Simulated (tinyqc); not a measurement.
Size effects in the resistivity of thin metal films and interconnect lines: one step, computed by the program tinyqc.

Electrons lose their drift at surfaces (a share 1 - p of the hits) and at grain boundaries (reflection R), besides bulk scattering. The line sits in a trench with a non-conducting liner on both walls and the bottom; the spacing equals the drawn width.

Task: Resistance and delay. Total: rho = rho_b [1 + surface excess + grain excess]; resistance per length rho/(w_m h_m); capacitance per length C = 2 k eps_0 (aspect ratio + 1/2), a parallel-plate estimate for two neighbours plus a fixed term for the planes above and below; delay 0.38 R C L^2; effective resistivity per drawn area.

Inputs (values chosen for the exercise, modelled on tungsten): bulk resistivity rho_b = 5.12 microohm cm; aspect ratio (height over width) = 2.9; line length = 140 micrometre; permittivity of the dielectric k = 2.4.

Geometry: line.

rho/rho_b from surfaces = 1.134330

rho/rho_b from grains = 1.145377

metal width w_m = 61 nm

metal height h_m = 186.5 nm

share of the trench filled by metal = 92.85044 %

Constants: eps_0 = 8.8541878128e-12 F/m.

Give: resistivity rho; resistance per length; capacitance per length; RC delay; effective resistivity per drawn area.

Result:

resistivity rho = 6.552 microohm cm

resistance per length = 5.759 ohm/micrometre

capacitance per length = 0.1445 fF/micrometre

RC delay = 6.198 ps

effective resistivity per drawn area = 7.057 microohm cm

Of the factor 1.38 over bulk, scattering gives 1.28 and the liner 1.08; within scattering, grain boundaries outweigh surfaces (0.15 against 0.13, grains first).
